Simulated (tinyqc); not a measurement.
Comparisons within one model: two-band k.p model of the X valleys of a zinc-blende crystal. A value that a table varies takes the place of the one given here.

k along the valley axis, counted from X, c = hbar^2/2m0, e = c k^2/ml. H = [[e - D/2, i P k], [-i P k, e + D/2]] with P^2 = D0 c/ml, so E = e -/+ sqrt(D^2/4 + D0 e). For D = 0 (diamond lattice) the bands cross at X.

With x = D/D0: for x < 1 the minima lie at k_m = sqrt(ml D0 (1 - x^2)/(4 c)), the hump at X has the height dE = (D0/4)(1 - x)^2 and the mass at the minimum is ml/(1 - x^2); the mass at X is ml/(1 - 1/x), negative for x < 1. For x > 1 the minimum is at X.

Thermal masses along the axis for one X point, lower band, E from the minimum, on 1601 points from -0.8 to 0.8 1/angstrom: density-of-states mass m_d = c I^2/(pi kT), I = integral of exp(-E/kT) dk; conductivity mass m_c = 2 c kT/<(dE/dk)^2> with central differences.

Constants: hbar^2/2m0 = 3.80998211 eV angstrom^2; kB = 8.617333262e-05 eV/K.

Parameters, chosen for this exercise (of the order of those of AlAs; shifted at random, so the results belong to these values and not to a real crystal):
- D0 = 0.153 eV (coupling energy)
- ml = 0.634 m0 (mass along the axis from remote bands)
- D = 0.357 eV (splitting of the two conduction levels at X)
- T = 300 K (temperature)

## From the diamond lattice to a polar crystal

D is varied at fixed D0 and ml.

Results:
```
x     D (eV)  k_m (1/angstrom)  dE (meV)  mass at the minimum
0.00   0.000            0.0798     38.25                0.634
0.30   0.046            0.0761     18.74                0.697
0.60   0.092            0.0638      6.12                0.991
0.80   0.122            0.0479      1.53                1.761
0.90   0.138            0.0348      0.38                3.337
1.10   0.168            0.0000      0.00                6.974
1.30   0.199            0.0000      0.00                2.747
2.00   0.306            0.0000      0.00                1.268
4.00   0.612            0.0000      0.00                0.845
```

What can be read from the table?

At D = 0 the minima lie 0.0798 1/angstrom from X under a cusp of D0/4 = 38 meV, the pattern of silicon. The hump shrinks as (1 - x)^2, faster than k_m, so at x = 0.9 it is only 0.38 meV although k_m is still 44 % of its first value. The mass diverges at x = 1 from both sides (3.34 at 0.9, 6.97 at 1.1), where the band is quartic.

## Temperature

Thermal masses against T.

Results:
```
T (K)  kT (meV)    m_d    m_c
10         0.86  1.107  1.105
20         1.72  1.105  1.101
50         4.31  1.099  1.089
100        8.62  1.090  1.072
200       17.23  1.074  1.044
300       25.85  1.060  1.022
500       43.09  1.039  0.989
```

What can be read from the table?

m_d goes from 1.107 to 1.039 and m_c goes from 1.105 to 0.989. Both start from the edge mass 1.110 and tend to ml = 0.634 for kT far above D0. 

## What each parameter does

Shape of the lower band and thermal masses. Each row changes one parameter from the base and keeps the others.

Results:
```
case            k_m (1/angstrom)  dE (meV)  m_d (m0)  m_c (m0)
base                      0.0000     0.000     1.060     1.022
D = 0.3463 eV             0.0000     0.000     1.080     1.037
D0 = 0.1576 eV            0.0000     0.000     1.080     1.038
ml = 0.615 m0             0.0000     0.000     1.029     0.992
T = 291 K                 0.0000     0.000     1.062     1.024
```

How do the results move?

The largest shifts from the base row, up to three for each result and ties (the steps differ in size, so this ranks the rows, not the parameters). k_m (1/angstrom): unchanged at the printed digits by D, D0, ml and T. dE (meV): unchanged at the printed digits by D, D0, ml and T. m_d (m0): ml -0.032, D0 +0.020, D +0.019. m_c (m0): ml -0.031, D0 +0.016, D +0.015.

Run: tinyqc, `OMP_NUM_THREADS=1 python tinyqc.py 1850558 1850559 out.jsonl`; Intel(R) Xeon(R) Processor @ 2.30GHz, one thread, shared host; about 0.01 s of CPU time with all checks.
